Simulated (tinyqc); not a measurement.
A longer run and its error bar: q-state Potts model on a small periodic square lattice: enumeration, Metropolis, heat-bath and Wolff steps. Computed by tinyqc, a small Python program. Command: `OMP_NUM_THREADS=1 python tinyqc.py 3113546 3113547 out.jsonl potts walk`. One thread of a shared host (Intel(R) Xeon(R) Processor @ 2.30GHz), about 0.08 s of CPU time with the checks.

E = -J x (number of nearest-neighbour bonds with equal states); n x n sites with periodic edges have 2 n^2 bonds. Order parameter m = (q f - 1)/(q - 1), f being the largest share of one state. Sites are numbered row by row from 0. Here q = 2 and n = 4.

Inputs (values chosen for the exercise, for a model of domains or grain orientations):

| quantity | value | unit |
|---|---|---|
| number of states q | 2 | - |
| edge n | 4 | - |
| coupling J | 32 | meV |
| temperature T | 398 | K |
| seed | 515927 | - |

Update: Wolff cluster.

Constants: k_B = 8.617333262e-05 eV/K.

Method:
- K = J/(k_B T); the infinite square lattice orders at K_c = ln(1 + sqrt(q)); Wolff bond probability p = 1 - exp(-K).
- All q^(n^2) states are counted by their number b of equal bonds; weights g(b) exp(K b), K = J/(k_B T). Per site: u = -J <b>/n^2, c/k_B = K^2 (<b^2> - <b>^2)/n^2.
- ln Z = ln sum g(b) exp(K b); entropy per site s/k_B = (ln Z - K <b>)/n^2.
- After 400 updates are discarded, b is recorded for 4000 cluster flips of the update named (random numbers not printed, so these rows are one sample). Records are averaged in blocks; the error is the scatter of block means over sqrt(number of blocks), and the last column its square over that for single records.

start states:
```
   1  2  3  4
1  1  0  0  1
2  1  1  1  1
3  0  1  1  1
4  1  1  0  1
```

K = 0.933027

p = 0.606639

<b> = 29.2813

Blocking:

| block length | mean b | error | variance ratio |
|---|---|---|---|
| 1 | 29.226 | 0.057970 | 1.0000 |
| 4 | 29.226 | 0.075794 | 1.7094 |
| 16 | 29.226 | 0.084417 | 2.1205 |
| 40 | 29.226 | 0.089810 | 2.4002 |
| 100 | 29.226 | 0.087616 | 2.2843 |

What does the comparison show, and why?

The run gives 29.226 +/- 0.090 (blocks of 40) against the exact 29.281, a difference of 0.6 error bars. Single records understate the error by a factor of about 1.5, because successive records are correlated.

Extremes, crossings and ranges named in words are read from the listed rows.
